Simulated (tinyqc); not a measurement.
# Field-effect mobility of a thin-film transistor with band-tail and deep states (multiple trapping), step by step

A worked calculation. Computed by tinyqc, a small Python program that keeps every step. Command: `OMP_NUM_THREADS=1 python tinyqc.py 3004258 3004259 out.jsonl tft walk`. One thread of a shared host (Intel(R) Xeon(R) Processor @ 2.30GHz), about 0.04 s of CPU time with the checks. Intermediate numbers are printed to about 6 digits and carried at full precision; extremes and crossings named in words are read from the listed rows.

A thick film in accumulation at small drain voltage. Only free electrons move; trapped ones still screen the gate. N_c and mu_0 are held fixed when T changes, leaving out the T^(3/2) growth of N_c. x = E_0 - psi is the distance of the Fermi level below the band edge.

Inputs (values chosen for the exercise, modelled on nanocrystalline ZnO):
```
quantity                                           value         unit
permittivity eps                                     8.5            -
effective density of states N_c                  3.9e+18       1/cm^3
band mobility mu_0                                    37   cm^2/(V s)
tail density at the edge g_t                     8.8e+19  1/(eV cm^3)
tail width E_t                                        33          meV
deep-state density g_d                           5.2e+15  1/(eV cm^3)
flat-band Fermi level below the edge, E_0           0.49           eV
equivalent oxide thickness t                         6.1           nm
surface band bending psi_s as a fraction of E_0     0.98            -
temperature T                                        200            K
```

Deep states: included.

Constants: k_B = 8.617333262e-05 eV/K; e = 1.602176634e-19 C; eps_0 = 8.8541878128e-12 F/m.

## Free and trapped densities

F_j(eta) = int_0^infinity x^j/(1 + exp(x - eta)) dx, without a gamma-function factor. Integrals over x = E/(k_B T) use 160 Gauss-Legendre points in u = sqrt(x) from 0 to sqrt(max(eta, 0) + 32). Free n(x) = N_c (2/sqrt(pi)) F_1/2(-x/k_B T), with F_1/2 from its two-term series in exp(-x/k_B T) for x >= 12 k_B T; tail n_t(x) = int_0^1.2eV g_t exp(-E/E_t)/(1 + exp((x - E)/k_B T)) dE, E counted down from the edge, 120 Gauss-Legendre points; deep charge g_d psi; space charge rho(psi) = n + n_t + g_d psi less its value at psi = 0.

Local densities at x = 0.4, 0.3, 0.2, 0.15, 0.1, 0.05, 0 and -0.05 eV:
```
x (eV)   n (1/cm^3)  n_t (1/cm^3)  n/(n + n_t)
0.40    3.24719e+08   2.59967e+13  1.24906e-05
0.30    1.07497e+11   5.38141e+14  1.99717e-04
0.20    3.55865e+13   1.11143e+16  3.19166e-03
0.15    6.47449e+14   5.01758e+16  1.27392e-02
0.10    1.17683e+16   2.21123e+17  5.05311e-02
0.05    2.10303e+17   8.78247e+17  1.93196e-01
0.00    2.98407e+18   2.26421e+18  5.68580e-01
-0.05   1.67936e+19   2.85099e+18  8.54872e-01
```

E_t/k_B T = 1.91: deep in the tail n_t follows exp(-x/E_t), more slowly than n, so the free share grows as the Fermi level rises.

## One gate voltage

Poisson: F(psi) = sqrt((2 e/(eps eps_0)) int_0^psi rho dpsi'); V_G - V_FB = psi_s + eps F(psi_s) t/3.9; free sheet density N_f = int (n - n(E_0))/F dpsi; induced sheet density N_i = eps eps_0 F(psi_s)/e; trapezoid rule on 301 even points in psi, the first interval left out of N_f. mu_eff = mu_0 N_f/N_i; field-effect mobility mu_FE = mu_0 e (dN_f/dV_G)/C_ox and swing S = dV_G/dlog10(N_f), by a central difference of +/- 2 mV in psi_s; C_ox = 3.9 eps_0/t.

surface field = 229.750 kV/cm

V_G - V_FB = 0.785650 V

free sheet density N_f = 2.09378e+11 1/cm^2

induced sheet density N_i = 1.07923e+12 1/cm^2

effective mobility mu_eff = 7.17825 cm^2/(V s)

field-effect mobility mu_FE = 14.7600 cm^2/(V s)

swing S = 342.267 mV/decade

19 % of the induced charge is free. mu_FE exceeds mu_eff because the free share is still growing with V_G. The swing is 8.62 times the ideal ln(10) k_B T/e.

## Transfer curve

The formulas are those given above.

Against the band bending:
```
psi_s (V)  V_G - V_FB (V)  N_f (1/cm^2)  mu_eff (cm^2/(V s))  mu_FE (cm^2/(V s))  S (mV/decade)
0.17              0.17797   1.11334e+05          1.46217e-04         5.58200e-05          48.18
0.24              0.25316   3.91004e+06          3.11142e-03         1.87476e-03          50.37
0.30              0.32346   7.53727e+07          3.36393e-02         2.98156e-02          61.04
0.35              0.39413   7.69888e+08          1.82713e-01         2.28009e-01          81.52
0.39              0.46782   4.57600e+09          6.15793e-01         9.87075e-01         111.92
0.43              0.57109   2.60384e+10          1.93264e+00         3.74414e+00         167.89
0.47              0.73056   1.39728e+11          5.61568e+00         1.17095e+01         287.97
0.50              0.91579   4.32503e+11          1.08928e+01         2.08139e+01         501.15
0.54              1.28480   1.33456e+12          1.87641e+01         2.87270e+01        1120.00
```

The steepest swing among the rows is 48 mV/decade. mu_eff climbs from 1.5e-4 to 19, 51 % of mu_0 in the last row. Between rows 6 and 7 N_f scales as (V_G - V_FB - psi_s)^2.74; an exponential tail holding all the charge would give the larger of 1 and 2 E_t/k_B T - 1, here 2.83, and free charge alone 1; charge in deep states makes the exponent larger and lets it vary with V_G.

Checks made by the program: tail integral against adaptive quadrature (relative difference below 1e-10).
